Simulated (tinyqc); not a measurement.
A particle near a wafer in liquid: double-layer and van der Waals forces (DLVO), deposition barrier and removal: one step, computed by the program tinyqc.

Sphere and flat wall, Derjaguin approximation, constant potentials in the linear-superposition form, no retardation and no hydration force.

Task: Barrier and secondary minimum. U(h) = Z R exp(-kappa h) - A R/(6 h); F(h) = -dU/dh = kappa Z R exp(-kappa h) - A R/(6 h^2), positive for repulsion. F = 0 reads x^2 exp(-x) = y with x = kappa h and y = A kappa/(6 Z); the left side peaks at x = 2 with 4/e^2 = 0.5413, so roots exist for smaller y: x < 2 is the barrier, x > 2 the secondary minimum.

Inputs (values chosen for the exercise, of the order of those for polymer latex on silicon in water): particle radius R = 13 nm; Hamaker constant A = 1.4e-20 J; temperature T = 298 K.

kappa = 0.1411327 1/nm

Z = 10.56447 pN

Constants: k_B = 1.380649e-23 J/K.

Give: y; position of the barrier; barrier height; position of the secondary minimum; energy at the secondary minimum.

Result:

y = 0.031171

position of the barrier = 1.3788 nm

barrier height = 22.131 k_B T

position of the secondary minimum = 53.123 nm

energy at the secondary minimum = -0.12027 k_B T

A barrier above 15 k_B T practically stops deposition.  Caution: kappa R is not large, so the Derjaguin approximation is only rough at gaps of the order of the Debye length.
